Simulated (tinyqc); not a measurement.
Worked calculation: ROHF in the sto-3g basis, for H4+, spin multiplicity 2. One step of it, computed by the program tinyqc.

Task: Iteration 1: Roothaan effective Fock matrix. With projectors Pc = D(beta) S, Po = (D(alpha) - D(beta)) S, Pv = 1 - D(alpha) S, the block xy is Px^T F Py; with Fc = (F(alpha) + F(beta))/2, the blocks are Fc for cc, oo, vv and cv, F(beta) for co and F(alpha) for ov.

F(alpha) (hartree), order 1H 1s, 2H 1s, 3H 1s, 4H 1s:
```
[[-0.655777, -0.737209, -0.024966, 0.000269],
 [-0.737209, -0.714865, -0.091321, -0.024966],
 [-0.024966, -0.091321, -0.714865, -0.737209],
 [0.000269, -0.024966, -0.737209, -0.655777]]
```

F(beta) (hartree), order 1H 1s, 2H 1s, 3H 1s, 4H 1s:
```
[[-0.408957, -0.509773, -0.085908, -0.051372],
 [-0.509773, -0.421777, -0.163868, -0.085908],
 [-0.085908, -0.163868, -0.421777, -0.509773],
 [-0.051372, -0.085908, -0.509773, -0.408957]]
```

D(alpha) at the start, order 1H 1s, 2H 1s, 3H 1s, 4H 1s:
```
[[0.204914, 0.305620, -0.018671, -0.023757],
 [0.305620, 0.457209, -0.002686, -0.018671],
 [-0.018671, -0.002686, 0.457209, 0.305620],
 [-0.023757, -0.018671, 0.305620, 0.204914]]
```

D(beta) at the start, order 1H 1s, 2H 1s, 3H 1s, 4H 1s:
```
[[0.090578, 0.143475, 0.143475, 0.090578],
 [0.143475, 0.227261, 0.227261, 0.143475],
 [0.143475, 0.227261, 0.227261, 0.143475],
 [0.090578, 0.143475, 0.143475, 0.090578]]
```

overlap S, order 1H 1s, 2H 1s, 3H 1s, 4H 1s:
```
[[1.000000, 0.554074, 0.014220, 0.001673],
 [0.554074, 1.000000, 0.083327, 0.014220],
 [0.014220, 0.083327, 1.000000, 0.554074],
 [0.001673, 0.014220, 0.554074, 1.000000]]
```

Give: effective F.

Result:

effective F (hartree), order 1H 1s, 2H 1s, 3H 1s, 4H 1s:
```
[[-0.5244, -0.6221, -0.0568, -0.0335],
 [-0.6221, -0.5742, -0.1217, -0.0568],
 [-0.0568, -0.1217, -0.5742, -0.6221],
 [-0.0335, -0.0568, -0.6221, -0.5244]]
```
